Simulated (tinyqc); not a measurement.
Nuclear against electronic stopping over energy: ion implantation: universal nuclear stopping, Lindhard-Scharff electronic stopping and a Gaussian range profile. Computed by tinyqc, a small Python program. Command: `OMP_NUM_THREADS=1 python tinyqc.py 3015632 3015633 out.jsonl implant walk`. One thread of a shared host (Intel(R) Xeon(R) Processor @ 2.30GHz), about 0.07 s of CPU time with the checks.

An ion slows by elastic collisions with screened nuclei and by friction with electrons; channelling is ignored and the target is uniform.

Inputs (values chosen for the exercise, modelled on phosphorus ions in silicon):
```
quantity                               value    unit
ion atomic number Z1                      15       -
ion mass M1                               31       u
target atomic number Z2                   14       -
target mass M2                         28.09       u
target density N                       49.94  1/nm^3
scale factor of electronic stopping k    1.3       -
```

Method:
- Reduced energy eps = 32.53 M2 E/(Z1 Z2 (M1 + M2)(Z1^0.23 + Z2^0.23)), E in keV; s_n = ln(1 + 1.1383 eps)/(2 (eps + 0.01321 eps^0.21226 + 0.19593 eps^0.5)) for eps up to 30 and ln(eps)/(2 eps) above; S_n = 8.462 Z1 Z2 M1 s_n/((M1 + M2)(Z1^0.23 + Z2^0.23)) in 1e-15 eV cm^2.
- S_e = k 3.83 Z1^(7/6) Z2/(Z1^(2/3) + Z2^(2/3))^(3/2) sqrt(E/M1) in 1e-15 eV cm^2, E in keV.
- Path length R = int_0^E dE'/(N (S_n + S_e)); energy lost to nuclei nu = int_0^E S_n/(S_n + S_e) dE' (both with E' = E y^3 and 64 Gauss-Legendre points in y).

Stopping (1e-15 eV cm^2) and range:
```
E (keV)         eps     S_n     S_e  R (nm)     nu/E
1        1.9907e-02  52.971    7.19    6.29  0.88963
2        3.9814e-02  65.269   10.17    9.22  0.88106
5        9.9534e-02  79.818   16.08   16.13  0.86105
10       1.9907e-01  86.990   22.74   25.79  0.83632
20       3.9814e-01  88.428   32.17   43.06  0.79896
50       9.9534e-01  79.283   50.86   90.60  0.71967
100      1.9907e+00  65.344   71.92  165.41  0.62857
200      3.9814e+00  49.100  101.71  304.58  0.51042
500      9.9534e+00  29.882  160.83  657.24  0.33804
```

What does the comparison show, and why?

Nuclear stopping peaks near 20 keV among these rows (eps = 0.40; the universal curve peaks near 0.3). Electronic stopping overtakes it between 50 and 100 keV. The path length grows as E^0.55 at the low end and E^0.84 at the high end; constant stopping would give E^1, and stopping that rises with E, be it nuclear (below its peak) or electronic, gives a lower exponent.

Extremes, crossings and ranges named in words are read from the listed rows.
